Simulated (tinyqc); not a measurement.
What moves the results: exchange-split free-electron bands and tunnelling magnetoresistance. A value that a table varies takes the place of the one given here.

Majority and minority bands E = c k^2/m -/+ Dx/2, c = hbar^2/2m0, so k_up = sqrt(m (EF + Dx/2)/c), k_dn = sqrt(m (EF - Dx/2)/c); n_s = k_s^3/(6 pi^2), D_s = m k_s/(4 pi^2 c).

Barrier: kappa = sqrt(mb phi/c), c = hbar^2/2m0. With a = k1/m, b = k2/m, w = kappa/mb, the transmission at normal incidence is T(k1, k2) = 4 a b w^2/[w^2 (a + b)^2 + (w^2 + a^2)(w^2 + b^2) sinh^2(kappa d)]. Parallel: G_P = T(up, up) + T(dn, dn); antiparallel: G_AP = 2 T(up, dn); TMR = (G_P - G_AP)/G_AP. Julliere: TMR = 2 P^2/(1 - P^2). Slonczewski factor: P_eff = P_k (w^2 - a_up a_dn)/(w^2 + a_up a_dn), P_k = (k_up - k_dn)/(k_up + k_dn).

Constants: hbar^2/2m0 = 3.80998211 eV angstrom^2.

Inputs chosen for the exercise: EF = 5 eV (Fermi energy above the mean band bottom); Dx = 5.84 eV (exchange splitting); m = 0.86 m0 (mass in the electrodes); mb = 0.62 m0 (mass in the barrier); d = 8 angstrom (barrier thickness); phi = 1.38 eV (barrier height above EF).

## Barrier height

Results:
```
phi (eV)  w (1/angstrom)    P_eff  TMR (%)       G_P
0.20               0.291  -0.2811    14.90     0.126
0.40               0.412  -0.2448    12.00    0.0612
0.70               0.544  -0.1979     8.01    0.0226
1.0                0.651  -0.1581     5.11   0.00922
1.5                0.797  -0.1039     2.19   0.00245
2.0                0.920  -0.0606     0.74  0.000759
3.0                1.127   0.0040     0.00  0.000100
4.0                1.301   0.0500     0.50  1.75e-05
6.0                1.594   0.1110     2.50  8.92e-07
10                 2.058   0.1764     6.42  7.54e-09
```

What can be read from the table?

P_eff vanishes where w^2 = a_up a_dn, at phi = 2.93 eV, inside the table; the lowest TMR listed is 0.00 % at 3 eV. TMR is 14.9 % at the lowest barrier and 6.4 % at the highest, against 23.2 % for Julliere with P_k; P_eff tends to +P_k for very high barriers and to -P_k for very low ones. G_P falls by 7.2 decades.

## Barrier thickness

Results:
```
d (angstrom)  kappa d       G_P      G_AP  TMR (%)
1               0.474      1.53      1.41     8.52
2               0.948     0.797     0.759     4.95
3               1.422     0.349     0.337     3.49
4               1.896     0.142     0.138     2.99
6               2.843    0.0219    0.0214     2.75
8               3.791   0.00331   0.00322     2.72
10              4.739  0.000498  0.000484     2.72
13              6.161  2.90e-05  2.82e-05     2.72
16              7.582  1.69e-06  1.64e-06     2.72
20              9.478  3.81e-08  3.71e-08     2.72
```

How do the results move?

For thick barriers each angstrom costs a factor exp(2 kappa) = 2.58 in both conductances, and TMR settles at 2.72 % (the interface factor, which vanishes at (kappa/mb)^2 = k_up k_dn/m^2, reduces it below the value from the polarisation of k alone); it is within 0.1 point of that from d = 6 angstrom on. At 1 angstrom it is 8.52 %, where the barrier is thin and the mismatch of k_up and k_dn starts to rule, as it does fully for d -> 0.

## Exchange splitting

Dx takes the listed multiples of 2 EF.

Results:
```
Dx/(2 EF)    k_up    k_dn     P_k    P_eff  TMR (%)
0.10       1.1142  1.0078  0.0501  -0.0223     0.10
0.20       1.1638  0.9502  0.1010  -0.0443     0.39
0.35       1.2344  0.8565  0.1807  -0.0759     1.16
0.50       1.3011  0.7512  0.2679  -0.1037     2.17
0.65       1.3646  0.6285  0.3693  -0.1219     3.03
0.80       1.4253  0.4751  0.5000  -0.1105     2.51
0.90       1.4644  0.3359  0.6268  -0.0406     0.41
0.97       1.4911  0.1840  0.7803   0.1742     6.37
```

How do the results move?

P_k rises from 0.050 to 0.780, and TMR goes from 0.10 % to 6.4 %, not steadily: its largest value is 6.37 % at 0.97 and its smallest 0.10 % at 0.1; P_eff changes sign along the table. At Dx = 2 EF the minority band is empty (a half metal) and G_AP vanishes.

## What moves the magnetoresistance

All results formed anew. Each row changes one parameter from the base and keeps the others.

Results:
```
case                P_k    P_eff  TMR (%)       G_P
base             0.3223  -0.1157     2.72   0.00331
Dx = 6.132 eV    0.3426  -0.1189     2.88   0.00330
EF = 5.5 eV      0.2874  -0.1200     2.93   0.00322
phi = 1.794 eV   0.3223  -0.0773     1.21   0.00121
mb = 0.496 m0    0.3223  -0.0832     1.42   0.00774
d = 10 angstrom  0.3223  -0.1157     2.72  0.000498
m = 1.032 m0     0.3223  -0.0893     1.62   0.00345
```

How do the results move?

The largest shifts from the base row, up to three for each result and ties (the steps differ in size, so this ranks the rows, not the parameters). P_k: EF -0.0350, Dx +0.0202; unchanged at the printed digits by phi, mb, d and m. P_eff: phi +0.0384, mb +0.0325, m +0.0264; unchanged at the printed digits by d. TMR (%): phi -1.51, mb -1.30, m -1.10; unchanged at the printed digits by d. G_P: mb +0.00443, d -0.00281, phi -0.00210.

(tinyqc, `OMP_NUM_THREADS=1 python tinyqc.py 1682754 1682755 out.jsonl`, Intel(R) Xeon(R) Processor @ 2.30GHz, 1 thread, shared host, about 0.01 s.)
